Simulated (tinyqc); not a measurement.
From results back to parameters: Penn model of the dielectric constant and Phillips ionicity. Three cases, with inputs chosen for the exercise.

Problem. eps was computed from a and a hidden C.

n = 32/a^3; Ep^2 = 8 pi c e2 n with c = hbar^2/2m0, e2 = e^2/(4 pi eps0); EF = c (3 pi^2 n)^(2/3); eps = 1 + (Ep/Eg)^2 S with S = 1 - Eg/(4 EF) + (Eg/(4 EF))^2/3, Eg the Penn gap. Core d shells are left out.

Phillips: bond length d = sqrt(3) a/4; homopolar gap Eh = 39.74 d^(-2.48) eV (d in angstrom); Eg^2 = Eh^2 + C^2; ionicity fi = C^2/Eg^2.

Constants: hbar^2/2m0 = 3.80998211 eV angstrom^2; e^2/(4 pi eps0) = 14.39964547 eV angstrom.

Find: Eg; Eh; C; fi.

Method. eps falls steadily with Eg, so one Eg fits; C^2 = Eg^2 - Eh^2.

Case 1.

Values chosen (out of a larger set: near those of InSb; not measured data): a = 6.469 angstrom (cubic lattice constant, 32 valence electrons a cell).

eps = 11.31768

Solution.

Eg = 3.764 eV
Eh = 3.089 eV
C = 2.15 eV
fi = 0.326

Case 2.

Values chosen (out of a larger set: near those of ZnSe; not measured data): a = 5.679 angstrom (cubic lattice constant, 32 valence electrons a cell).

eps = 4.64968

Solution.

Eg = 7.469 eV
Eh = 4.267 eV
C = 6.13 eV
fi = 0.674

Case 3.

Values chosen (out of a larger set: near those of GaN; not measured data): a = 4.52 angstrom (cubic lattice constant, 32 valence electrons a cell).

eps = 4.66992

Solution.

Eg = 10.582 eV
Eh = 7.516 eV
C = 7.45 eV
fi = 0.496

Computed by tinyqc, one run a case: `OMP_NUM_THREADS=1 python tinyqc.py N N+1 out.jsonl` with N = 1651268, 1651318, 1651368; one thread of a shared Intel(R) Xeon(R) Processor @ 2.30GHz, about 0.01 s a run at most.
